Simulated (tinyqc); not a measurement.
Smearing for a one-band metal on the bcc lattice, step by step. Values are carried at full precision from step to step, so a last printed digit may differ when a step is redone from the rounded ones.

Lattice vectors (units of a): a1 = (-1/2, 1/2, 1/2), a2 = (1/2, -1/2, 1/2), a3 = (1/2, 1/2, -1/2). E(k) = -t A_1(k) - t2 A_2(k), A_m the sum of cos(k . R) over the 8 nearest and 6 second lattice vectors. Mesh k = sum (j_i/N) b_i, j_i = 0 .. N-1.

Parameters, chosen for this exercise:
- t = 1.34 eV (nearest hopping)
- t2 = -0.32 eV (second hopping)
- N = 5 (unshifted mesh)
- ne = 1.32 (electrons per cell)
- sigma = 0.67 eV (width)

## Levels on the mesh

Evaluate the band and collect equal energies with their counts.

Distinct levels:
```
E_k (eV)  points
-8.8000        1
-5.9808       12
-2.5504        6
-2.2904       24
-1.8696        8
-1.4192       12
-0.0096       24
3.0000        24
6.2696         8
10.1504        6
```

10 distinct levels; the mean spacing is 2.106 eV.

## Fermi level with Fermi-Dirac smearing

With x = (E_k - mu)/sigma: Fermi-Dirac f = 1/(1 + exp(x)), s = -f ln f - (1 - f) ln(1 - f). With weights w = points/N^d (d the dimension), mu solves 2 sum w f = ne; E = 2 sum w f E_k, S = 2 sum w s, F = E - sigma S.

Weights w = points/total. Bisection from the lowest and highest level; ten steps are shown.

Bisection:
```
step  low (eV)  high (eV)  mu (eV)  electrons
1      -8.8000    10.1504   0.6752     1.2858
2       0.6752    10.1504   5.4128     1.7936
3       0.6752     5.4128   3.0440     1.5869
4       0.6752     3.0440   1.8596     1.4263
5       0.6752     1.8596   1.2674     1.3625
6       0.6752     1.2674   0.9713     1.3271
7       0.6752     0.9713   0.8233     1.3073
8       0.8233     0.9713   0.8973     1.3174
9       0.8973     0.9713   0.9343     1.3223
10      0.8973     0.9343   0.9158     1.3199
```

## Occupations and energies

Converge mu, then list x, f and s of each level and form the sums.

mu = 0.9165 eV

x, f and s of each level:
```
E_k (eV)       x       f       s
-8.8000   -14.50  1.0000  0.0000
-5.9808   -10.29  1.0000  0.0004
-2.5504    -5.17  0.9944  0.0348
-2.2904    -4.79  0.9917  0.0479
-1.8696    -4.16  0.9846  0.0795
-1.4192    -3.49  0.9703  0.1337
-0.0096    -1.38  0.7994  0.5013
3.0000      3.11  0.0427  0.1765
6.2696      7.99  0.0003  0.0030
10.1504    13.78  0.0000  0.0000
```

E = -2.8583 eV
S = 0.3183
F = -3.0715 eV
(E + F)/2 = -2.9649 eV

Levels with f between 0.001 and 0.999: 6. (E + F)/2 removes the term in sigma^2 for this scheme. That argument needs a smooth density of states, and the number of distinct levels within 2 sigma of mu is only 1, so it may fail on this mesh.

## Checks

- The slope dF/d sigma by finite differences against -S: both -0.31831.
- The slope dF/d ne by finite differences against mu (eV): both 0.91652.

tinyqc: `OMP_NUM_THREADS=1 python tinyqc.py 1652516 1652517 out.jsonl`; about 0.2 s, one thread, shared Intel(R) Xeon(R) Processor @ 2.30GHz.
